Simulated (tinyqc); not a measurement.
From results back to parameters: BHZ model on a square lattice (one spin block). Five cases, with inputs chosen for the exercise.

Problem. Near Gamma E = -D k^2 -/+ sqrt(A^2 k^2 + (M - B k^2)^2), so the curvature of the upper band, E = |M| + c+ k^2, is c+ = -D + A^2/(2|M|) - B sign(M), and of the lower one c- = -D - A^2/(2|M|) + B sign(M). M and A are given; c+ and c- come from hidden B and D.

Find: D, B; order of the bands.

Method. The mean of the curvatures is -D; half their difference is A^2/(2|M|) - B sign(M). The bands are inverted where M/B > 0.

Case 1.

Values chosen (out of a larger set: of the size used for HgTe wells; not measured data): A = 3.85 eV angstrom; M = -0.0148 eV (mass term).

c+, c- (eV angstrom^2): 490.860  -378.060

Solution.

D, B (eV angstrom^2): -56.4  -66.3

order of the bands: inverted

Case 2.

Values chosen (out of a larger set: of the size used for thin Bi2Se3 films; not measured data): A = 2.32 eV angstrom; M = 0.0339 eV (mass term).

c+, c- (eV angstrom^2): 101.486  -91.686

Solution.

D, B (eV angstrom^2): -4.9  -17.2

order of the bands: normal

Case 3.

Values chosen (out of a larger set: of the size used for InAs / GaSb double wells; not measured data): A = 0.74 eV angstrom; M = -0.007 eV (mass term).

c+, c- (eV angstrom^2): -14.986  62.786

Solution.

D, B (eV angstrom^2): -23.9  -78.0

order of the bands: inverted

Case 4.

Values chosen (out of a larger set: of the size used for HgTe wells; not measured data): A = 3.91 eV angstrom; M = -0.027 eV (mass term).

c+, c- (eV angstrom^2): 265.313  -152.113

Solution.

D, B (eV angstrom^2): -56.6  -74.4

order of the bands: inverted

Case 5.

Values chosen (out of a larger set: of the size used for thin Bi2Se3 films; not measured data): A = 2.66 eV angstrom; M = -0.0565 eV (mass term).

c+, c- (eV angstrom^2): 48.116  -38.716

Solution.

D, B (eV angstrom^2): -4.7  -19.2

order of the bands: inverted

Computed by tinyqc, one run a case: `OMP_NUM_THREADS=1 python tinyqc.py N N+1 out.jsonl` with N = 1481951, 1482001, 1482077, 1482214, 1482222; one thread of a shared Intel(R) Xeon(R) Processor @ 2.30GHz, about 0.1 s a run at most.
